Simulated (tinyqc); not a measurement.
Electron mobility in a silicon inversion layer, empirical terms and Matthiessen rule: effect of the temperature.

Inversion layer of sheet density Ns on a uniformly doped body, under a high-permittivity gate with an interlayer. The mobility terms are empirical power laws with prefactors chosen for the exercise; adding their inverses (Matthiessen) is itself an approximation.

Nc and Nv are given at 293 K and scale as (T/293 K)^1.5; Eg is fixed. ni = sqrt(Nc Nv) exp(-Eg/(2 Vt)), Eg in volts; Ndep = sqrt(2 eps0 eps_r Nb (2 Vt ln(Nb/ni) + Vsb)/q); E = q (Ndep + eta Ns)/(eps0 eps_r), in MV/cm. With t = T/(300 K): muC = Ac (Ns/1e12 cm^-2) t/(Nb/1e17 cm^-3 + Nit/1e11 cm^-2), muP = Ap E^(-1/3) t^(-1.75), muS = As E^(-gs), muR = Ar exp(2 ti/lr)/t; 1/mu is the sum of the inverses.

Inputs (values chosen for the exercise); material values close to those of silicon:

| symbol | value | unit | meaning |
|---|---|---|---|
| Eg | 1.13 | eV | band gap |
| eps_r | 11.8 |  | relative permittivity of the semiconductor |
| Nc | 2.68e19 | cm^-3 | conduction-band density of states at the reference temperature |
| Nv | 2.54e19 | cm^-3 | valence-band density of states at the reference temperature |
| Nb | 1.6e17 | cm^-3 | body doping |
| Vsb | 0 | V | reverse body bias |
| eta | 0.5 |  | weight of the inversion charge in the effective field |
| Ap | 388 | cm^2/(V s) | phonon-limited mobility at 1 MV/cm and 300 K |
| As | 1210 | cm^2/(V s) | roughness-limited mobility at 1 MV/cm |
| gs | 2 |  | exponent of the roughness term |
| Ac | 1600 | cm^2/(V s) | Coulomb prefactor |
| Nit | 3.3e11 | cm^-2 | charge at the interface |
| Ar | 200 | cm^2/(V s) | remote-phonon mobility without interlayer |
| ti | 1.4 | nm | interlayer thickness |
| lr | 0.6 | nm | decay length of remote phonons |
| Ns | 8.6e12 | cm^-2 | inversion density |

Constants: q = 1.602176634e-19 C, kB = 1.380649e-23 J/K, Vt = kB T/q, eps0 = 8.8541878128e-14 F/cm where lengths are in cm. Results are converted to the units shown.

Effect of the temperature:
```
T (K),E (MV/cm),muC (cm^2/(V s)),muP (cm^2/(V s)),muS (cm^2/(V s)),muR (cm^2/(V s)),mu (cm^2/(V s))
120,0.8866,1123,2007,1539,5.317e4,486.2
160,0.8825,1498,1215,1554,3.988e4,463.1
200,0.8780,1872,823.8,1569,3.190e4,413.8
250,0.8720,2340,558.8,1591,2.552e4,346.7
300,0.8654,2808,407.2,1616,2.127e4,287.5
350,0.8584,3276,311.7,1642,1.823e4,239.4
400,0.8508,3744,247.5,1672,1.595e4,201.3
450,0.8427,4212,202.0,1704,1.418e4,171.1
```

What does the table show?

As T goes from 120 to 450 K, E falls from 0.887 to 0.843 MV/cm and mu falls from 486 to 171 cm^2/(V s). The smallest term is the Coulomb one in the first row and the phonon one in the last. For T = 120 to 160 K dopant freeze-out and degenerate screening, left out here, matter.

Computed by the program tinyqc: `OMP_NUM_THREADS=1 python tinyqc.py 2510037 2510038 out.jsonl`, one thread of a shared Intel Xeon 2.30GHz, about 0.01 s for the whole run.
